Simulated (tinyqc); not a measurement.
p-type polysilicon, carrier trapping at grain boundaries: effect of the doping.

One-dimensional grains of size Lg, uniform ionised doping N, monovalent traps Qt at each boundary at a depth Et below (for electrons) or above (for holes) the band edge there, abrupt depletion of width W on each side of a boundary, Boltzmann statistics. xi is the distance from the band edge at the grain centre to the Fermi level. Trapped charge Qt/(1 + exp((xi + VB - Et)/Vt)) = 2 N W, barrier VB = q N W^2/(2 eps0 eps_r).

If the trap equation with xi = Vt ln(NB/N) has a root W < Lg/2, the grain is partly depleted; otherwise W = Lg/2 and the trap equation gives xi = Et - VB + Vt ln(Qt/(N Lg) - 1). N* = Qt/Lg. n0 = NB exp(-xi/Vt); mean density n0 (1 - 2 W/Lg) by charge balance in a partly depleted grain, and n0 (sqrt(pi)/2) erf(u)/u with u = sqrt(VB/Vt) in a fully depleted one; v = sqrt(kB T/(2 pi ms m0)); barrier resistivity Vt exp(VB/Vt)/(q fe n0 v Lg); grain resistivity (1 - 2 W/Lg)/(q n0 mug); effective mobility 1/(q mean density total resistivity). Rows with xi above 0.45 V, towards mid-gap, are left out, since the other carrier type is ignored.

Parameters, values chosen for the exercise; values of the order met in polycrystalline silicon: temperature T = 300 K; relative permittivity eps_r = 11.7; valence-band density of states at T NB = 2.65e19 cm^-3; grain size Lg = 30 nm; trap density of a grain boundary Qt = 3.2e12 cm^-2; depth of the trap level from the majority band edge at the boundary Et = 0.42 eV; mass for thermionic emission ms = 0.28 m0; correction factor of the emission rate fe = 1; mobility inside the grains mug = 49 cm^2/(V s).

Constants: q = 1.602176634e-19 C, kB = 1.380649e-23 J/K, m0 = 9.1093837015e-31 kg, Vt = kB T/q, eps0 = 8.8541878128e-14 F/cm where lengths are in cm. Results are converted to the units shown.

Result of one run:
```
N (cm^-3),N/N*,depleted share 2 W/Lg,VB (V),xi (V),mean density (cm^-3),resistivity (ohm cm),effective mobility (cm^2/(V s))
2.6e18,2.438,0.4102,0.07614,0.06002,1.533e18,0.1063,38.31
```

What becomes of these results when the doping N is changed from 2.6e18 to 4.9e17 cm^-3, all else the same?

Result of the changed run:
```
N (cm^-3),N/N*,depleted share 2 W/Lg,VB (V),xi (V),mean density (cm^-3),resistivity (ohm cm),effective mobility (cm^2/(V s))
4.9e17,0.4594,1.000,0.08526,0.3390,2.588e13,5341,45.15
```

The whole series:
```
N (cm^-3),N/N*,depleted share 2 W/Lg,VB (V),xi (V),mean density (cm^-3),resistivity (ohm cm),effective mobility (cm^2/(V s))
1.6e17,0.1500,1.000,0.02784,0.4370,8.846e11,2.572e4,274.4
2.8e17,0.2625,1.000,0.04872,0.3980,3.342e12,1.275e4,146.5
4.9e17,0.4594,1.000,0.08526,0.3390,2.588e13,5341,45.15
8.6e17,0.8063,1.000,0.1496,0.2335,1.165e15,1091,4.910
1.5e18,1.406,0.7109,0.1319,0.07424,4.336e17,1.184,12.15
2.6e18,2.438,0.4102,0.07614,0.06002,1.533e18,0.1063,38.31
4.6e18,4.312,0.2319,0.04304,0.04527,3.533e18,0.03342,52.85
8e18,7.500,0.1333,0.02475,0.03096,6.933e18,0.01724,52.21
```

As N goes from 1.6e17 to 8e18, VB goes from 0.0278 through a maximum of 0.150 (at N = 8.6e17 among the rows listed) to 0.0247 V, the resistivity falls from 25700 to 0.0172 ohm cm and the effective mobility moves up and down between 4.91 and 274 cm^2/(V s). The steepest fall of the resistivity among the rows, as N^(-12.3), lies between N = 8.6e17 and 1.5e18 cm^-3; N* = 1.07e18 cm^-3. While the grain is fully depleted VB grows as N; once the traps are full it falls as 1/N. For N = 2.6e18, 4.6e18, 8e18 xi is under 2.5 Vt, where Boltzmann statistics begin to fail. For N = 8e18 VB is below Vt, where abrupt depletion and thermionic emission are rough. For N = 1.5e18 the grain is near the changeover between partial and full depletion, within a few Debye lengths, where both limits are rough. For N = 1.6e17, 2.8e17, 4.6e18, 8e18 the effective mobility exceeds mug, since drift through the depleted part of the grain is left out.

tinyqc, about 0.01 s, one thread, Intel Xeon 2.30GHz (shared host): `OMP_NUM_THREADS=1 python tinyqc.py 2830122 2830123 out.jsonl`
